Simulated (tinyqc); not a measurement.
Metal-induced gap states at the contact of a metal chain and a two-band chain: sweeps and comparisons. A value that a table varies takes the place of the one given here.

The semiconductor alternates sites A at -Eg/2 and C at +Eg/2 with hopping -t; the gap runs from -Eg/2 to Eg/2. In the gap cosh(q a) = 1 + (Eg^2/4 - E^2)/(2 t^2) and the amplitude changes by -exp(-q a) a period. The metal has site energy 0 and hopping -tm; its end site has g_m = (E - i sqrt(4 tm^2 - E^2))/(2 tm^2). Sites 1, 2, ... count into the semiconductor, with energies e1, e2 alternating. The clean half chain has g1 = 1/(E - e1 - t^2 g2), g2 = 1/(E - e2 - t^2 g1), decaying root. With the contact G11 = 1/(1/g1 - tc^2 g_m), and the density on site j is -Im G_jj/pi = |psi_j/psi_1|^2 (-Im G11/pi), per spin, with psi_2/psi_1 = -t g2, psi_3/psi_2 = -t g1.

Constants: e^2/(4 pi eps0) = 14.39964547 eV angstrom.

Values chosen for the exercise (gap and optical dielectric constant near those of HfO2; the chain itself is a model; the results hold for these values, not for the real material): Eg = 5.85 eV (gap); t = 2.04 eV (hopping in the semiconductor); tm = 2.08 eV (hopping in the metal); tc = 1.88 eV (hopping across the contact); end = C (site that touches the metal); a = 3.6 angstrom (period (two sites); one chain for each area a^2); eps = 4.1 (dielectric constant); E = -1.21 eV (energy from mid-gap).

## Across the gap

E = f Eg. Share on C: the part of the summed density that lies on C sites, whose orbitals make the conduction edge.

Gap states:

| f | E (eV) | xi = 1/(2q) (angstrom) | D1 (1/eV) | D2 (1/eV) | sum (1/eV) | share on C |
|---|---|---|---|---|---|---|
| -0.48 | -2.808 | 4.51 | 0.0015 | 0.0492 | 0.0922 | 0.030 |
| -0.40 | -2.340 | 2.15 | 0.0063 | 0.0244 | 0.0378 | 0.204 |
| -0.30 | -1.755 | 1.65 | 0.0116 | 0.0155 | 0.0305 | 0.427 |
| -0.15 | -0.877 | 1.41 | 0.0197 | 0.0102 | 0.0323 | 0.659 |
| 0.00 | 0.000 | 1.35 | 0.0290 | 0.0076 | 0.0393 | 0.791 |
| 0.15 | 0.877 | 1.41 | 0.0408 | 0.0061 | 0.0508 | 0.870 |
| 0.30 | 1.755 | 1.65 | 0.0576 | 0.0048 | 0.0704 | 0.923 |
| 0.40 | 2.340 | 2.15 | 0.0754 | 0.0036 | 0.0974 | 0.954 |
| 0.48 | 2.808 | 4.51 | 0.1042 | 0.0014 | 0.1922 | 0.986 |

What does this show, and why?

The decay length xi of the density is shortest at mid-gap, 1.35 angstrom, and grows to 4.5 near the edges. The summed density is least at f = -0.3 (0.0305) and largest at f = 0.48 (0.1922 1/eV). The share on C goes from 0.03 to 0.99 and passes one half near f = -0.253, a point that depends on which site ends the chain. The states turn from valence-like to conduction-like across the gap; the branch point, where the decay is fastest, lies at mid-gap in this symmetric chain and is the usual estimate of the neutrality level.

## Wider gaps pin less

E = 0; Eg is varied and eps follows 1 + (eps0 - 1)(Eg0/Eg), with the given Eg and eps as Eg0 and eps0. xi = 1/(2q), N = 2 (summed density)/a^2, S = 1/(1 + 4 pi e^2 N xi/eps).

Against the gap:

| Eg (eV) | eps | xi (angstrom) | summed density (1/eV) | S | S at fixed eps |
|---|---|---|---|---|---|
| 0.50 | 37.27 | 14.70 | 0.6181 | 0.128 | 0.016 |
| 0.75 | 25.18 | 9.81 | 0.4089 | 0.184 | 0.035 |
| 1.10 | 17.49 | 6.70 | 0.2754 | 0.253 | 0.074 |
| 1.50 | 13.09 | 4.92 | 0.1988 | 0.324 | 0.130 |
| 2.30 | 8.88 | 3.23 | 0.1249 | 0.441 | 0.267 |
| 3.40 | 6.33 | 2.22 | 0.0795 | 0.563 | 0.454 |
| 5.50 | 4.30 | 1.43 | 0.0429 | 0.716 | 0.706 |
| 9.00 | 3.02 | 0.95 | 0.0206 | 0.847 | 0.883 |

What does this show, and why?

From Eg = 0.5 to 9 eV xi falls by a factor 15.6 and the summed density by 30.0, so at fixed eps S rises from 0.02 to 0.88. The weaker screening of wide-gap solids works against this: with it S goes from 0.13 to 0.85.

## Weakening the contact bond

At the given E, tc is varied, as by a thin spacer. xi = 1/(2q), N = 2 (summed density)/a^2, S = 1/(1 + 4 pi e^2 N xi/eps) with xi and eps kept.

Against tc:

| tc (eV) | D1 (1/eV) | summed density (1/eV) | S |
|---|---|---|---|
| 0.10 | 0.00004 | 0.00008 | 0.9992 |
| 0.25 | 0.00027 | 0.00050 | 0.9950 |
| 0.50 | 0.00108 | 0.00202 | 0.9802 |
| 0.80 | 0.00282 | 0.00526 | 0.9501 |
| 1.20 | 0.00652 | 0.01217 | 0.8916 |
| 1.80 | 0.01513 | 0.02826 | 0.7798 |
| 2.50 | 0.02771 | 0.05174 | 0.6592 |
| 3.50 | 0.03670 | 0.06854 | 0.5935 |

How do the results move?

For a weak bond the density goes as tc^2 (ratio 6.27 between 0.25 and 0.1 eV, against 6.25). It is largest at tc = 3.5 eV among these rows, the end of the table; the peak may lie just before or beyond it. S is 0.999 at 0.1 eV and has its least value, 0.594, in that row.

## What each parameter does

xi = 1/(2q), summed density, and S = 1/(1 + 4 pi e^2 N xi/eps), N = 2 (summed density)/a^2. Each row changes one parameter from the base and keeps the others.

Results:

| case | xi (angstrom) | summed density (1/eV) | S |
|---|---|---|---|
| base | 1.467 | 0.03085 | 0.7644 |
| Eg = 6.435 eV | 1.328 | 0.02669 | 0.8055 |
| t = 2.244 eV | 1.598 | 0.03006 | 0.7535 |
| tm = 2.288 eV | 1.467 | 0.02782 | 0.7825 |
| tc = 2.068 eV | 1.467 | 0.03717 | 0.7292 |
| eps = 4.51 | 1.467 | 0.03085 | 0.7811 |
| end = A | 1.467 | 0.05683 | 0.6378 |

What can be read from the table?

The largest shifts from the base row, up to three for each result and ties (the steps differ in size, so this ranks the rows, not the parameters). xi (angstrom): Eg -0.139, t +0.131; unchanged at the printed digits by tm, tc, eps and end. summed density (1/eV): end +0.02599, tc +0.00633, Eg -0.00416; unchanged at the printed digits by eps. S: end -0.1266, Eg +0.0411, tc -0.0352. The decay length belongs to the semiconductor alone; the metal and the contact set only the amplitude.

tinyqc: `OMP_NUM_THREADS=1 python tinyqc.py 1482868 1482869 out.jsonl`; about 0.01 s, one thread, shared Intel(R) Xeon(R) Processor @ 2.30GHz.
